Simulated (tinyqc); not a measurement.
Off-state leakage of single and stacked transistors: one step of the calculation.

n-channel devices of unit width. Subthreshold current I(Vg, Vs, Vd) = I0 (T/300 K)^0.5 exp[(Vg - Vs - VT(T) - gb (Vs - Vb) + dd (Vd - Vs))/(nf Vt)] (1 - exp(-(Vd - Vs)/Vt)), VT(T) = VT - cT (T - 300 K). Gate-edge tunnelling Ig (Vd/1 V) exp(ag (Vd - 1 V)), for a gate at 0 V, and band-to-band leakage Ab u exp(-Bb/u), u = Vd - Vb + 1 V, flow at a drain held at V; both are taken as independent of T. In a stack of off transistors (all gates at 0 V) the same subthreshold current passes through each.

Question. Leakage of one transistor. Vg = Vs = 0, Vd = V; effective threshold VT(T) - gb Vb - dd V.

Parameters, values chosen for the exercise; values of the order met in bulk silicon logic transistors:
- T = 300 K (temperature)
- V = 0.8 V (supply voltage)
- VT = 0.49 V (threshold at 300 K, zero drain and body bias)
- cT = 0.5 mV/K (fall of the threshold with temperature)
- I0 = 0.78 uA/um (current at threshold at 300 K)
- nf = 1.42 (slope factor)
- dd = 0.15 (drain-induced lowering per volt)
- gb = 0.17 (rise of the threshold per volt of source-body bias)
- Ig = 0.001 uA/um (gate-edge tunnelling current at 1 V)
- ag = 4.7 1/V (exponential slope of the gate current)
- Ab = 100 uA/(um V) (prefactor of band-to-band leakage at the drain)
- Bb = 22 V (its exponential voltage)
- Vb = 0 V (body voltage)

Constants: q = 1.602176634e-19 C, kB = 1.380649e-23 J/K, Vt = kB T/q. Results are converted to the units shown.

Wanted: effective threshold; parts; total; shares.

Answer.

effective threshold = 0.37000 V
parts (nA/um): subthreshold 0.032721, gate edge 0.31250, band-to-band 0.88558
total = 1.2308 nA/um
shares (%): subthreshold 2.6585, gate edge 25.390, band-to-band 71.951

The band-to-band part is the largest.

Numbers from tinyqc (`OMP_NUM_THREADS=1 python tinyqc.py 2242005 2242006 out.jsonl`; about 0.03 s on one thread of a shared Intel Xeon 2.30GHz).
